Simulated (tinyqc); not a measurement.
Thin-body transistor below threshold, two-dimensional Poisson equation on a small mesh: refining the mesh.

A thin body on a thick buried insulator of low permittivity, taken as carrying no normal field at the bottom of the body (row 0). Mobile charge is neglected (subthreshold), the body is fully depleted, and potentials are counted from the intrinsic level; rows run upward to the gate, columns from source to drain.

The mesh has 2 c steps in the semiconductor (rows from 0 up to the interface), c steps in the insulator and 8 c along the channel, each uniform. Box integration, divided by eps0: up_i = eps hy/h of the interval above row i, dn_i = that of the interval below (0 for row 0), lat_i = (sum of eps h/2 over the intervals above and below)/hy, s_i = -q Na w_i hy/eps0 with w_i the semiconductor height of the box (hs/2 for row 0 and the interface row, hs between, 0 in the insulator). Each free node obeys (up + dn + 2 lat) psi = up psi(above) + dn psi(below) + lat [psi(left) + psi(right)] + s. Fixed values: gate row Vg - Vfb; column 0 at Vbi and the last column at Vbi + Vd in the semiconductor, each running linearly to Vg - Vfb across the insulator. The system is solved directly; psi is read on row 0 at mid-channel.

Inputs (values chosen for the exercise); semiconductor permittivity made up: relative permittivity of the semiconductor eps_r = 13.1; relative permittivity of the insulator eox = 25; body thickness tb = 3 nm; insulator thickness tox = 7.1 nm; channel length L = 28 nm; acceptor density of the depleted body Na = 0 cm^-3; potential of the source Vbi = 0.57 V; gate offset Vfb = 0.13 V; gate voltage Vg = 0.1 V; drain voltage Vd = 0.5 V.

Constants: q = 1.602176634e-19 C, eps0 = 8.8541878128e-14 F/cm where lengths are in cm. Results are converted to the units shown.

Results:
```
c   unknowns  psi at mid-channel (V)  d psi/dVg
1         21                 0.16321    0.77269
2         90                 0.12552    0.81703
3        207                 0.11862    0.82516
4        372                 0.11623    0.82796
8       1512                 0.11395    0.83064
12      3420                 0.11353    0.83114
```

Estimate the missing row, c = 6.

Computed row:
```
c  unknowns  psi at mid-channel (V)  d psi/dVg
6       846                 0.11454    0.82995
```

With this row back in the table: psi at mid-channel goes from 0.1632 V on the coarsest mesh to 0.1135 V on the finest, a difference of 50 mV. d psi/dVg changes by 0.044 from c = 1 to 2, by 0.011 from 2 to 4 and by 0.0027 from 4 to 8, a ratio of 4.1 between the last two, near the 4 of a second-order scheme.

Numbers from tinyqc (`OMP_NUM_THREADS=1 python tinyqc.py 2480171 2480172 out.jsonl`; about 0.1 s on one thread of a shared Intel Xeon 2.30GHz).
